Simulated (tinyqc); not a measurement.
Line shape against size: Raman line shape of confined optical phonons and breathing modes of small crystals. Computed by tinyqc, a small Python program. Command: `OMP_NUM_THREADS=1 python tinyqc.py 3010705 3010706 out.jsonl confine walk`. One thread of a shared host (Intel(R) Xeon(R) Processor @ 2.30GHz), about 0.02 s of CPU time with the checks.

Confinement in 3 direction(s) lets phonons with q away from zero scatter light. q is in units of 2 pi/a, from 0 to 1, and the branch is isotropic: omega(q)^2 = (omega_0^2 + omega_X^2)/2 + ((omega_0^2 - omega_X^2)/2) cos(pi q). The model and its constant beta are phenomenological; beta = 8 is the common choice.

Inputs (values chosen for the exercise, modelled on silicon):
```
quantity,value,unit
bulk frequency omega_0,520.8,1/cm
frequency at the zone boundary omega_X,419,1/cm
natural width Gamma_0,3.4,1/cm
lattice constant a,5.431,angstrom
size L,4,nm
confinement constant beta,8,-
```

Shape: sphere.

Method:
- Weight W(q) = q^2 exp(-(2 L q/a)^2/(2 beta)) dq, that is exp(-k^2 L^2/(2 beta pi^2)) for k = 2 pi q/a.
- Width q_c = a sqrt(2 beta)/(2 L), where the exponential falls to 1/e; curvature of the branch: omega(q) = omega_0 - c q^2, c = pi^2 (omega_0^2 - omega_X^2)/(8 omega_0); for small q_c the mean of q^2 is (number of confined directions) q_c^2/2, and the mean shift is -c times that.
- I(omega) = int W(q) / [(omega - omega(q))^2 + (Gamma_0/2)^2] dq / int W dq x (Gamma_0/2)^2, by 400 Gauss-Legendre points on 0 < q < min(1, 2.5 a sqrt(2 beta)/L).
- The peak is the maximum of I; the width is taken between the half-maximum points, and the asymmetry is the low-side half-width over the high-side one.

mean shift, quadratic estimate = -25.0676 1/cm

Line shape:
```
L (nm),peak shift (1/cm),full width (1/cm),asymmetry,"mean shift, quadratic estimate (1/cm)"
3,-18.469,55.967,2.4297,-44.565
3.6,-12.675,39.255,2.4852,-30.948
4.4,-8.6648,27.025,2.4562,-20.717
5.5,-5.8603,18.23,2.3284,-13.259
7,-3.9586,12.305,2.1057,-8.1853
10,-2.3071,7.4786,1.7104,-4.0108
15,-1.2711,4.951,1.3261,-1.7826
25,-0.56614,3.7609,1.071,-0.64173
```

The peak shift falls with exponent -2.06 at the small end and -1.58 at the large end. For still larger L it tends to the mean shift, which goes as 1/L^2; the ratio is 0.41 in the first row and 0.88 in the last. The width exceeds Gamma_0 by over 10 % for L up to 25 nm. In a sphere the factor q^2 removes the weight at q = 0, so the peak itself moves strongly.

Extremes, crossings and ranges named in words are read from the listed rows.
